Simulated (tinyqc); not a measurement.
Slater-Koster d bands of an fcc metal: one step. Second moment and the rectangular band. Two cases, with inputs chosen for the exercise.

Question. mu2 = z (dds^2 + 2 ddp^2 + 2 ddd^2)/5 per orbital, with z = 12. A rectangular band with the same mu2 has width W = sqrt(12 mu2), Fermi level W (Nd/10 - 1/2) and bond energy -W Nd (10 - Nd)/20 (Friedel).

Case 1.

Values chosen (of the size met in Ir; shifted at random, so the results belong to these values and not to a real crystal): dds = -1.157 eV (dd sigma); ddp = 0.625 eV (dd pi); ddd = -0.058 eV (dd delta); Nd = 7 (d electrons per atom).

Case 2.

Values chosen (of the size met in Ir; shifted at random, so the results belong to these values and not to a real crystal): dds = -1.115 eV (dd sigma); ddp = 0.491 eV (dd pi); ddd = -0.1 eV (dd delta); Nd = 7 (d electrons per atom).

Give: mu2; W; Fermi level; bond energy per atom.

Answer.

Case 1.

mu2 = 5.1039 eV^2
W = 7.8260 eV
Fermi level = 1.5652 eV
bond energy per atom = -8.2173 eV

Case 2.

mu2 = 4.1889 eV^2
W = 7.0899 eV
Fermi level = 1.4180 eV
bond energy per atom = -7.4444 eV

The bond energy is the attractive part alone; the repulsion between atoms, left out, cancels a large share of it in the cohesive energy.

Computed by tinyqc, one run a case: `OMP_NUM_THREADS=1 python tinyqc.py N N+1 out.jsonl` with N = 1482591, 1482658; one thread of a shared Intel(R) Xeon(R) Processor @ 2.30GHz, about 0.07 s a run at most.
